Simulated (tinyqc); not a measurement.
Worked calculation: phonon-assisted absorption at an indirect gap. Values are carried at full precision from step to step, so a last printed digit may differ when a step is redone from the rounded ones.

alpha(E) = sum_j A_j [N_j (E - Eg + w_j)^2 + (N_j + 1)(E - Eg - w_j)^2], each bracket counted only where its base is positive; N_j = 1/(exp(w_j/kB T) - 1). The first term absorbs a phonon and the second emits one; excitons and direct transitions are left out.

Constants: kB = 8.617333262e-05 eV/K.

Inputs chosen for the exercise (loosely those of SiGe at room temperature; Eg is not tied to T; shifted at random, so the results belong to these values and not to a real crystal): Eg = 0.968 eV (indirect gap, held fixed unless listed); w = (50.8, 15.2) meV (two zone-edge phonons); A = (3100, 400) 1/(cm eV^2) (their strengths); T = 300 K; E = 1.417 eV (photon energy); nr = 3.77 (refractive index); d = 2.6 micrometre (thickness); xj = 0.36 micrometre (dead layer at the surface); W = 12 micrometre (depleted width); L = 8.1 micrometre (minority diffusion length below it).

## The four branches at one energy

Evaluate the occupations and each term.

N_j: 0.1630  1.250

terms with phonon absorption (1/cm): 126.2  107.7

terms with phonon emission (1/cm): 571.7  169.3

alpha = 974.9 1/cm
wavelength hc/E (hc = 1239.841984 eV nm) = 875.0 nm

Phonon absorption supplies 24.0 % of alpha; the depth 1/alpha is 10.3 micrometre.

## What a slab does with it

Slab of thickness d in air, incoherent passes: R = ((nr - 1)/(nr + 1))^2, x = exp(-alpha d); transmitted Tr = (1 - R)^2 x/(1 - R^2 x^2), reflected Rt = R + (1 - R)^2 R x^2/(1 - R^2 x^2), absorbed Ab = (1 - R)(1 - x)/(1 - R x).

d in cm is 1e-4 times the value in micrometres.

R = 0.3372
x = 0.7761
Tr = 0.3660
Rt = 0.4330
Ab = 0.2010

A single pass would absorb (1 - R)(1 - x) = 0.1484; the back face adds 0.0526.

## Quantum efficiency of a diode

Photodiode (Gaertner form with a dead layer): QE = (1 - R) exp(-alpha xj) [1 - exp(-alpha W)/(1 + alpha L)], R = ((nr - 1)/(nr + 1))^2; responsivity = QE/E in A/W for E in eV.

Evaluate the factors; 1 micrometre = 1e-4 cm.

passes the dead layer = 0.9655
collected share = 0.8266
QE = 0.5289
responsivity = 0.3733 A/W

Without diffusion from below the collected share would be 0.6896.

## Checks

- Tr + Rt + Ab against 1: both 1.000000.

Program tinyqc; command `OMP_NUM_THREADS=1 python tinyqc.py 1650907 1650908 out.jsonl`; about 0.01 s on one thread of a shared Intel(R) Xeon(R) Processor @ 2.30GHz.
